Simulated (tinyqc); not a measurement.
UHF in the sto-6g basis, for H4+, spin multiplicity 2, step by step. One step of it, computed by the program tinyqc.

Question. Iteration 1: building the Fock matrix. J_ij = sum D_kl (ij|kl) with D = D(alpha) + D(beta), K_ij = sum D_kl (ik|jl) for each spin; F = H + J - K(s); E = tr D H + tr D J / 2 - 0.5 sum_s tr D(s) K(s) + E_nn.

D(alpha) at the start, lower triangle:
```
,1H 1s,2H 1s,3H 1s,4H 1s
1H 1s,0.827139
2H 1s,-0.027839,0.488533
3H 1s,0.312457,-0.191656,0.185325
4H 1s,0.119751,-0.511450,0.233741,0.545387
```

D(beta) at the start, lower triangle:
```
,1H 1s,2H 1s,3H 1s,4H 1s
1H 1s,0.003097
2H 1s,0.038683,0.483163
3H 1s,-0.013239,-0.165363,0.056596
4H 1s,-0.039916,-0.498561,0.170634,0.514450
```

core Hamiltonian H = T + V (hartree), lower triangle:
```
,1H 1s,2H 1s,3H 1s,4H 1s
1H 1s,-1.214238
2H 1s,-0.567190,-1.529046
3H 1s,-0.105764,-0.787498,-1.529046
4H 1s,-0.009300,-0.105764,-0.567190,-1.214238
```

Two-electron integrals (ij|kl) in chemists' order, unique and non-zero (hartree):
```
i,j,k,l,(ij|kl)
1,1,1,1,0.774999
2,1,1,1,0.180856
2,1,2,1,0.061019
2,2,1,1,0.381928
2,2,2,1,0.180856
2,2,2,2,0.774999
3,1,1,1,0.021933
3,1,2,1,0.008286
3,1,2,2,0.029106
3,1,3,1,0.001318
3,2,1,1,0.115635
3,2,2,1,0.054141
3,2,2,2,0.246617
3,2,3,1,0.010586
3,2,3,2,0.105838
3,3,1,1,0.212653
3,3,2,1,0.094922
3,3,2,2,0.432560
3,3,3,1,0.021933
3,3,3,2,0.246617
3,3,3,3,0.774999
4,1,1,1,0.001407
4,1,2,1,0.000553
4,1,2,2,0.002039
4,1,3,1,0.000096
4,1,3,2,0.000842
4,1,3,3,0.002039
4,1,4,1,0.000008
4,2,1,1,0.011469
4,2,2,1,0.005053
4,2,2,2,0.021933
4,2,3,1,0.001040
4,2,3,2,0.010586
4,2,3,3,0.029106
4,2,4,1,0.000096
4,2,4,2,0.001318
4,3,1,1,0.054452
4,3,2,1,0.022657
4,3,2,2,0.094922
4,3,3,1,0.005053
4,3,3,2,0.054141
4,3,3,3,0.180856
4,3,4,1,0.000553
4,3,4,2,0.008286
4,3,4,3,0.061019
4,4,1,1,0.138310
4,4,2,1,0.054452
4,4,2,2,0.212653
4,4,3,1,0.011469
4,4,3,2,0.115635
4,4,3,3,0.381928
4,4,4,1,0.001407
4,4,4,2,0.021933
4,4,4,3,0.180856
4,4,4,4,0.774999
```

nuclear repulsion = 1.81522782 hartree

Give: Coulomb J; exchange K(alpha); exchange K(beta); F(alpha); F(beta); total energy of this density.

Answer.

Coulomb J (hartree), lower triangle:
```
,1H 1s,2H 1s,3H 1s,4H 1s
1H 1s,1.168
2H 1s,0.382,1.278
3H 1s,0.059,0.472,1.116
4H 1s,0.005,0.058,0.370,1.263
```

exchange K(alpha) (hartree), lower triangle:
```
,1H 1s,2H 1s,3H 1s,4H 1s
1H 1s,0.671
2H 1s,0.249,0.362
3H 1s,0.088,0.073,0.179
4H 1s,0.009,-0.054,0.165,0.494
```

exchange K(beta) (hartree), lower triangle:
```
,1H 1s,2H 1s,3H 1s,4H 1s
1H 1s,0.042
2H 1s,0.087,0.294
3H 1s,0.000,0.011,0.052
4H 1s,-0.031,-0.080,0.108,0.440
```

F(alpha) (hartree), lower triangle:
```
,1H 1s,2H 1s,3H 1s,4H 1s
1H 1s,-0.717
2H 1s,-0.433,-0.613
3H 1s,-0.135,-0.389,-0.592
4H 1s,-0.013,0.006,-0.362,-0.446
```

F(beta) (hartree), lower triangle:
```
,1H 1s,2H 1s,3H 1s,4H 1s
1H 1s,-0.088
2H 1s,-0.271,-0.544
3H 1s,-0.046,-0.326,-0.465
4H 1s,0.027,0.033,-0.305,-0.391
```

total energy of this density = -1.07880 hartree
